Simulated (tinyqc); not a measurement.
# Finite-size error of a charged defect in a periodic cell: Madelung and Makov-Payne terms, step by step

A worked calculation. Computed by tinyqc, a small Python program that keeps every step. Command: `OMP_NUM_THREADS=1 python tinyqc.py 3015687 3015688 out.jsonl imagecharge walk`. One thread of a shared host (Intel(R) Xeon(R) Processor @ 2.30GHz), about 0.02 s of CPU time with the checks. Intermediate numbers are printed to about 7 digits and carried at full precision; extremes and crossings named in words are read from the listed rows.

L is the cube root of the cell volume. The defect charge is a Gaussian, rho(r) = q (2 pi sigma^2)^(-3/2) exp(-r^2/2 sigma^2), repeated periodically in a uniform neutralising background and screened by a continuum. The model cell energy is E(L) = E_0 + [periodic - isolated electrostatic energy].

Inputs (values chosen for the exercise, with screening close to that of CdS):
```
quantity,value,unit
charge q,1,e
cell length L,10.2,angstrom
dielectric constant eps,8.68,-
width sigma of the defect charge,1.3,angstrom
formation energy of the isolated defect E_0,4.236,eV
```

Supercell lattice: sc. Screening: isotropic.

scatter added to the six cells, standing for numerical noise (meV): [4.4, 6.4, -14, 0.14, -11, -0.48]

Constants: e^2/(4 pi eps_0) = 14.39964548 eV angstrom.

## The cell

Cell vectors: (1,0,0), (0,1,0), (0,0,1), scaled to volume L^3.

cell vectors (rows) (angstrom):
```
,1,2,3
1,10.2,0.0,0.0
2,0.0,10.2,0.0
3,0.0,0.0,10.2
```

nearest image = 10.2 angstrom

## Madelung energy

Ewald sum for a unit point charge: scale each Cartesian component of the cell by 1/sqrt(eps_i), giving R', G' and V'; E = [ (1/2) sum erfc(eta R')/R' + (2 pi/V') sum exp(-G'^2/4 eta^2)/G'^2 - eta/sqrt(pi) - pi/(2 V' eta^2) ] e^2/(4 pi eps_0) / sqrt(eps_x eps_y eps_z), over n_i = -6..6, omitting n = (0,0,0), eta = 2/V'^(1/3). alpha = -2 E eps_g L/(e^2/(4 pi eps_0)), eps_g = (eps_x eps_y eps_z)^(1/3).

terms for a unit charge (eV): real space 0.0023265, reciprocal 0.0143329, self -0.1835215, background -0.0638692

Madelung constant alpha = 2.837297

point-charge correction -q^2 E = 0.2307314 eV

## Energy of the smeared charge in the cell

Periodic energy of the Gaussian: (2 pi q^2/V) sum_(G != 0) exp(-sigma^2 G^2)/(G.eps.G) x e^2/(4 pi eps_0), n_i = -k..k with k = max(9, L/sigma rounded up). Isolated energy: q^2/(2 sqrt(pi) sigma) <1/(n.eps.n)> e^2/(4 pi eps_0), the mean over directions n, here 1/eps.

periodic energy = 0.1458527 eV

isolated energy = 0.3599845 eV

finite-size error = -0.2141318 eV

E(L) = 4.021868 eV

## Makov-Payne correction

Second radial moment Q = q <r^2> = 3 q sigma^2; E(corrected) = E(L) + q^2 alpha e^2/(4 pi eps_0)/(2 eps L) - 2 pi q Q e^2/(4 pi eps_0)/(3 eps L^3). Errors left are the corrected energies less E_0.

Q = 5.07 e angstrom^2

third-order term = -0.01659962 eV

error left after the first term = 0.01659961 eV

error left after both terms = 0 eV

third-order over first-order term, in size = 0.07194347

The point-charge term alone overcorrects by 0.0166 eV, 7 % of itself; both terms together are exact to 1e-7 eV, since the clouds do not overlap.

## A series of cells

Cells of the same shape with L scaled by 0.7, 0.85, 1, 1.25, 1.5 and 2; the scatter is added to E(L). The point-charge correction scales as 1/L from its value at the input L.

Scaling data:
```
L (angstrom),1/L (1/angstrom),E(L) (eV),E(L) + point-charge correction (eV)
7.14,0.1400560,3.959107,4.288724
8.67,0.1153403,3.997980,4.269428
10.20,0.0980392,4.007868,4.238600
12.75,0.0784314,4.060054,4.244639
15.30,0.0653595,4.076097,4.229918
20.40,0.0490196,4.122229,4.237595
```

## Ways to reach the isolated limit

Least-squares fits of E(L) to a + b/L, a + c/L^3 or a + b/L + c/L^3; the estimate is a, and errors are against E_0.

Estimates of E_0:
```
way,estimate (eV),error (meV)
"largest cell, uncorrected",4.122229,-113.7708
"largest cell, point-charge term",4.237595,1.5950
"1/L fit, three smallest",4.128367,-107.6333
"1/L fit, all six",4.196549,-39.4514
"1/L^3 fit, all six",4.093333,-142.6674
"1/L and 1/L^3, three smallest",3.901226,-334.7735
"1/L and 1/L^3, all six",4.243360,7.3596
"corrected data, 1/L^3 fit",4.229351,-6.6493
```

coefficient b of the full fit = -2.595850 eV angstrom

Best here: largest cell, point-charge term (+1.6 meV); worst: 1/L and 1/L^3, three smallest (-335 meV). The fitted b is 110.3 % of the Madelung value -q^2 alpha e^2/(8 pi eps_0 eps_g).

Checks made by the program: the same sum with another eta (relative difference below 1e-10); both terms against the exact model when the clouds do not overlap (relative difference below 1e-10).
